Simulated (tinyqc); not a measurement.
From results back to parameters: donor-acceptor pair recombination. Four cases, with inputs chosen for the exercise.

Problem. The lines of two shells were computed from hidden eps and ED + EA.

h nu = Eg - ED - EA + q/(eps R), q = e^2/(4 pi eps0); shell j lies at R = a_lat sqrt(j/2) for the same sublattice and a_lat sqrt(j/2 - 5/16) for opposite ones (on the same sublattice shells 14, 30, 46, 56, 62, ... are empty, where 2j has the form 4^a (8b + 7)); rate W = W0 exp(-2R/aD) with the donor radius aD = q/(2 eps ED). Polarisation and overlap terms, which matter for close pairs, are left out.

Constants: e^2/(4 pi eps0) = 14.39964547 eV angstrom.

Find: R; eps; ED + EA.

Method. h nu against 1/R is a line of slope q/eps and intercept Eg - ED - EA.

Case 1.

Values chosen (near those of impurities in cubic GaN; shifted at random, so the results belong to these values and not to a real crystal): a_lat = 4.5 angstrom (lattice constant); Eg = 3.289 eV (gap); kind = opposite (sublattices of donor and acceptor); j12 = (458, 1288) (two shells).

h nu (eV): 3.158053  3.148862

Solution.

R (angstrom): 68.05  114.17

eps = 9.3
ED + EA = 154 meV

Case 2.

Values chosen (near those of impurities in Si; shifted at random, so the results belong to these values and not to a real crystal): a_lat = 5.431 angstrom (lattice constant); Eg = 1.164 eV (gap); kind = opposite (sublattices of donor and acceptor); j12 = (420, 505) (two shells).

h nu (eV): 1.092986  1.091630

Solution.

R (angstrom): 78.64  86.25

eps = 11.9
ED + EA = 86 meV

Case 3.

Values chosen (near those of impurities in cubic GaN; shifted at random, so the results belong to these values and not to a real crystal): a_lat = 4.5 angstrom (lattice constant); Eg = 3.279 eV (gap); kind = opposite (sublattices of donor and acceptor); j12 = (307, 1752) (two shells).

h nu (eV): 3.142004  3.126004

Solution.

R (angstrom): 55.70  133.16

eps = 9.4
ED + EA = 164 meV

Case 4.

Values chosen (near those of impurities in Si; shifted at random, so the results belong to these values and not to a real crystal): a_lat = 5.431 angstrom (lattice constant); Eg = 1.165 eV (gap); kind = same (sublattices of donor and acceptor); j12 = (148, 161) (two shells).

h nu (eV): 1.107620  1.106543

Solution.

R (angstrom): 46.72  48.73

eps = 11.8
ED + EA = 84 meV

Computed by tinyqc, one run a case: `OMP_NUM_THREADS=1 python tinyqc.py N N+1 out.jsonl` with N = 1250153, 1250232, 1250260, 1250321; one thread of a shared Intel(R) Xeon(R) Processor @ 2.30GHz, about 0.08 s a run at most.
